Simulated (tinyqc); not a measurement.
Barrier height from two thicknesses.

Problem. Through a thick flat barrier T = c exp(-2 kappa t) with a prefactor c that does not depend on t, and kappa = sqrt(m1 phi1/C), C = hbar^2/(2 m0). Find kappa, the decades lost for each nanometre, c and phi1.

Parameters, values chosen for the exercise:
- m1 = 0.4 m0 (tunnelling mass of layer 1)

Constants: q = 1.602176634e-19 C, hbar = 1.054571817e-34 J s, m0 = 9.1093837015e-31 kg, hbar^2/(2 m0) = 0.0380998212 eV nm^2. Results are converted to the units shown.

T at t = 1.2 and 3 nm: [1.3167580e-5, 1.1527161e-13]

Answer. The ratio of the two values removes c: kappa = ln(T_a/T_b)/(2 (t_b - t_a)).

kappa = 5.15 1/nm
decades a nanometre = 4.48
c = 3.10
phi1 = 2.53 eV

Numbers from tinyqc (`OMP_NUM_THREADS=1 python tinyqc.py 2540036 2540037 out.jsonl`; about 0.03 s on one thread of a shared Intel Xeon 2.30GHz).
